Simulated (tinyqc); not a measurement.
Thin-film optics by transfer matrices, step by step. Values are carried at full precision from step to step, so a last printed digit may differ when a step is redone from the rounded ones.

Indices N = n + i k. Snell: N0 sin(theta) = N_j sin(theta_j), with Im(N_j cos theta_j) >= 0. Admittance y_j = N_j cos theta_j for s and N_j/cos theta_j for p. Phase delta_j = 2 pi N_j cos theta_j d_j/lambda. Layer matrix [[cos delta, -i sin delta/y], [-i y sin delta, cos delta]], multiplied from the top down to M. (B, C) = M (1, y_sub); r = (y0 B - C)/(y0 B + C), R = |r|^2, T = 4 Re y0 Re y_sub/|y0 B + C|^2, absorbed in the films 1 - R - T.

Parameters, chosen for this exercise (indices near those of resist, ARC, SiO2 on Si; not measured data): lam = 633 nm (vacuum wavelength); n0 = 1 (ambient index); n = (1.633, 1.678, 1.48, 3.914) (n of resist, ARC, SiO2, substrate); k = (0, 0.02, 0, 0.02) (k in the same order); d = (228, 84.9, 11.4) nm (thicknesses, top first); theta = 30 degrees (angle of incidence); pol = p (polarisation).

## Angles, admittances and phases

Form cos theta_j, y_j and delta_j.

cos theta_j: ambient 0.8660, film 1 0.9520, film 2 0.9546+0.0011i, film 3 0.9412, substrate 0.9918+0.0001i

y_j: ambient 1.1547, film 1 1.7154, film 2 1.7578+0.0189i, film 3 1.5725, substrate 3.9463+0.0198i

delta_j (rad): film 1 3.5182, film 2 1.3499+0.0177i, film 3 0.1576

## Layer matrices and their product

Form each matrix and multiply from the top down.

matrix of film 1:
```
         1        2
1  -0.9299  0.2144i
2  0.6309i  -0.9299
```

matrix of film 2:
```
                1                2
1  0.2192-0.0172i  -0.0038-0.5551i
2  0.0253-1.7153i   0.2192-0.0172i
```

matrix of film 3:
```
          1         2
1    0.9876  -0.0998i
2  -0.2468i    0.9876
```

M:
```
                 1               2
1   0.3009+0.0194i  0.0093+0.5398i
2  -0.0091+1.6757i  0.3176+0.0147i
```

Each matrix has determinant 1, and so has M.

## Reflection and transmission

Close the stack on the substrate.

B, C: 0.3267+2.1500i  1.2440+1.7402i

r = 0.0845+0.2377i
R = 0.0637
T into the substrate = 0.8909
absorbed in the films = 0.0455

The bare substrate would reflect 0.2995.

## Ellipsometric angles

Ellipsometry: rho = tan(Psi) exp(i Delta) = -conj(r_p/r_s) with the r of the admittance formula, Delta in 0 to 360 degrees, so that a bare dielectric at small angles gives Delta = 180.

Repeat the steps for both polarisations.

r_s = 0.0044+0.2644i
r_p = 0.0845+0.2377i
Psi = 43.66 degrees
Delta = 198.62 degrees

## Checks

- R against the recursion of Airy sums from the substrate up: both 0.063653.

(tinyqc, `OMP_NUM_THREADS=1 python tinyqc.py 1650880 1650881 out.jsonl`, Intel(R) Xeon(R) Processor @ 2.30GHz, 1 thread, shared host, about 0.01 s.)
